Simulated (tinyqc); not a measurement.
Zener tunnelling in a reverse-biased junction, two-band WKB: effect of temperature.

Abrupt p-n junction, depletion approximation. Energies E are counted from the conduction-band edge of the neutral n side; its Fermi level lies at dn, that of the p side at dn - V, and the valence-band edge of the neutral p side at Em = dn + dp - V. Tunnelling needs 0 < E < Em. Two-band dispersion with equal masses m: inside the gap kappa = sqrt(m u (1 - u/Eg)/C), u the distance from a band edge, C = hbar^2/(2 m0).

Nc and Nv are given at 350 K and scale as (T/350 K)^1.5; Eg, m and eps_r are held. Nd = Nc F12(dn/Vt), Na = Nv F12(dp/Vt), F12(x) = (2/sqrt(pi)) int_0^infinity sqrt(u)/(1 + exp(u - x)) du; dn = EF - Ec on the n side, dp = Ev - EF on the p side (negative outside the bands); Vbi = Eg + dn + dp. W = sqrt(2 eps0 eps_r (Vbi - V)(1/Na + 1/Nd)/q), mean field F = (Vbi - V)/W, peak field 2 F. In a uniform field F the exponent is S = pi sqrt(m/C) Eg^1.5/(4 F). Transverse energy Et = C kt^2/m raises it to S (1 + 4 Et/Eg), so T = exp(-S) exp(-Et/Eb) with Eb = Eg/(4 S). KJ = (2 q^2/h) m/(4 pi C) (times 1e14 for A/cm^2 per eV^2). J = KJ exp(-S) Eb times the integral from 0 to Em of [f(E - dn) - f(E - dn + V)] [1 - exp(-min(E, Em - E)/Eb)] dE, f(x) = 1/(1 + exp(x/Vt)), with S and Eb from the mean field; J > 0 flows from p to n.

Values chosen for this exercise; band and dielectric values close to those of indium arsenide:

| symbol | value | unit | meaning |
|---|---|---|---|
| Eg | 0.349 | eV | band gap |
| eps_r | 15.3 |  | relative permittivity |
| Nc | 1.11e17 | cm^-3 | conduction-band density of states at 350 K |
| Nv | 8.37e18 | cm^-3 | valence-band density of states at 350 K |
| m | 0.025 | m0 | band-edge mass of the two-band model |
| Na | 3.3e19 | cm^-3 | acceptor density |
| Nd | 9.1e17 | cm^-3 | donor density |
| V | -2.5 | V | bias of the p side |

Constants: q = 1.602176634e-19 C, kB = 1.380649e-23 J/K, hbar = 1.054571817e-34 J s, h = 6.62607015e-34 J s, m0 = 9.1093837015e-31 kg, Vt = kB T/q, eps0 = 8.8541878128e-14 F/cm where lengths are in cm, hbar^2/(2 m0) = 0.0380998212 eV nm^2. Results are converted to the units shown.

Effect of temperature:
```
T (K)  Vbi (V)  mean field (MV/cm)      S  J (A/cm^2)
50      0.5880              0.4021  3.262    -1.036e6
100     0.5872              0.4021  3.262    -1.036e6
150     0.5858              0.4020  3.263    -1.034e6
200     0.5837              0.4019  3.264    -1.033e6
300     0.5774              0.4014  3.267    -1.027e6
400     0.5681              0.4008  3.272    -1.018e6
```

Vbi falls from 0.588 to 0.568 V, S stays near 3.27, and |J| falls from 1.04e6 to 1.02e6 A/cm^2, a spread of a factor 1.02. That is small against a thermally activated current. The shrinking of the gap with temperature, left out here, would raise J. Where S is below about 4, a WKB prefactor of 1 is a rough guess.

Range of the model: Parabolic densities of states, no band tails and no gap narrowing, all of which matter at such doping.

Numbers from tinyqc (`OMP_NUM_THREADS=1 python tinyqc.py 2620077 2620078 out.jsonl`; about 0.01 s on one thread of a shared Intel Xeon 2.30GHz).
